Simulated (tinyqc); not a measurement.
Length of a polyene: Hueckel, PPP and singles CI along the polyenes. Computed by the program tinyqc. Hueckel uses the same beta without repulsion; CIS keeps all single excitations and so misses the low, doubly excited 2Ag state. W is the valence ionisation energy of a centre, MN the Mataga-Nishimoto formula, f the oscillator strength.

All-trans chains of carbon centres 1.40 angstrom apart:
```
parameter,value
"beta (eV), times 1 +/- alternation",-2.410000
alternation,0.180000
W (eV),11.160000
gamma_rr (eV),9.550000
repulsion formula,MN
```

Gaps and excitations (eV):
```
centres,Hueckel gap,PPP orbital gap,bright singlet (CIS),f,lowest triplet (CIS)
2,5.688,10.640,7.987,0.685,3.389
4,4.045,8.595,5.907,0.982,2.610
6,3.294,7.606,4.992,1.326,2.256
8,2.874,7.041,4.480,1.646,2.070
10,2.611,6.684,4.162,1.952,1.962
12,2.432,6.443,3.951,2.252,1.894
14,2.304,6.273,3.804,2.551,1.849
```

What does the comparison show, and why?

The Hueckel gap tends to 4 x alternation x |beta| = 1.74 eV for long chains. Exchange opens the PPP orbital gap, and the attraction of electron and hole brings the bright state 2.47 eV below it at 14 centres; the triplet lies 1.96 eV lower still.
